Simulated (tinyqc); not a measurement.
Ion-assisted plasma etching: sheath, surface coverage, synergy and aspect-ratio dependence: one step, computed by the program tinyqc. Command: `OMP_NUM_THREADS=1 python tinyqc.py 3024224 3024225 out.jsonl etch walk`. One thread of a shared host (Intel(R) Xeon(R) Processor @ 2.30GHz), about 0.08 s of CPU time with the checks.

Radicals adsorb on bare sites; ions remove covered sites with a high yield and bare sites by sputtering; a slow spontaneous reaction acts everywhere, walls included.

Task: Rate at the floor of the feature. Transmission of a round hole: K = 1/(1 + 3A/4), walls that scatter diffusely without loss. With a loss probability S = s (1 - theta) at the floor, G_b/G_n = K/(K + S - K S); theta follows G_b, and the two are solved together. Ions are taken to reach the floor unshadowed; G_b replaces G_n in every term of the rate; A is depth over diameter. Steady coverage: s G_n (1 - theta) = x Y G_i theta; removal flux = Y G_i theta + Y_p G_i (1 - theta) + k_c G_n; rate = flux/N, 1 cm/s = 6e8 nm/min.

Inputs (values chosen for the exercise, close to those used for silicon in a halogen plasma):
```
quantity                              value    unit
gas temperature T_g                     400       K
sticking coefficient s                 0.52       -
radicals per removed unit x               2       -
spontaneous reaction probability k_c  1e-05       -
solid density N                       5e+22  1/cm^3
aspect ratio A                           16       -
```

Feature: round hole.

yield Y = 0.4399672

sputter yield Y_p = 0.05815004

ion flux G_i = 2.260809e+15 1/(cm^2 s)

radical flux G_n = 3.174800e+17 1/(cm^2 s)

vertical rate = 11.85094 nm/min

Give: transmission K; G_b/G_n; coverage at the floor; rate at the floor; floor rate over open-field rate.

Result:

transmission K = 0.07692

G_b/G_n = 0.9258

coverage at the floor = 0.9872

rate at the floor = 11.84 nm/min

floor rate over open-field rate = 0.9989

The lag is 0.11 %. Caution: at this aspect ratio many ions strike the walls, so ion shadowing, left out here, adds to the lag.
